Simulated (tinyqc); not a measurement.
Heavy doping: gap narrowing, degeneracy and the minority density: one step. Degeneracy of the majority band. Three cases, with inputs chosen for the exercise.

Problem. Solve for eta and form gam.

F_j(eta) = (1/Gamma(j + 1)) integral_0^infinity x^j dx/(1 + exp(x - eta)), which tends to exp(eta) for eta << 0.

Majority: N = Nc F_1/2(eta), eta the distance of EF beyond the majority band edge in kT. Degeneracy factor gam = F_1/2(eta)/exp(eta). ni0^2 = Nc Nv exp(-Eg/kT); product n p = ni0^2 gam exp(dEg/kT), dEg the true narrowing; apparent narrowing dEa = dEg + kT ln gam; minority density = n p/N.

Give: N/Nc; eta; gam.

Case 1.

Values chosen (out of a larger set: gap and densities of states near those of Si at this temperature; narrowing constants near the fits for Si; not measured data): N = 1.9e+19 1/cm^3 (ionised donors, equal to the majority density); Nc = 2.74e+19 1/cm^3 (conduction-band density of states).

Solution.

N/Nc = 0.6934
eta = -0.1233
gam = 0.7844

Case 2.

Values chosen (out of a larger set: gap and densities of states near those of Si at this temperature; narrowing constants near the fits for Si; not measured data): N = 5.6e+18 1/cm^3 (ionised donors, equal to the majority density); Nc = 3.5e+19 1/cm^3 (conduction-band density of states).

Solution.

N/Nc = 0.1600
eta = -1.7761
gam = 0.9451

Case 3.

Values chosen (out of a larger set: gap and densities of states near those of Si at this temperature; narrowing constants near the fits for Si; not measured data): N = 1.1e+18 1/cm^3 (ionised donors, equal to the majority density); Nc = 2.71e+19 1/cm^3 (conduction-band density of states).

Solution.

N/Nc = 0.04059
eta = -3.1899
gam = 0.9858

Computed by tinyqc, one run a case: `OMP_NUM_THREADS=1 python tinyqc.py N N+1 out.jsonl` with N = 1652016, 1652033, 1652267; one thread of a shared Intel(R) Xeon(R) Processor @ 2.30GHz, about 0.01 s a run at most.
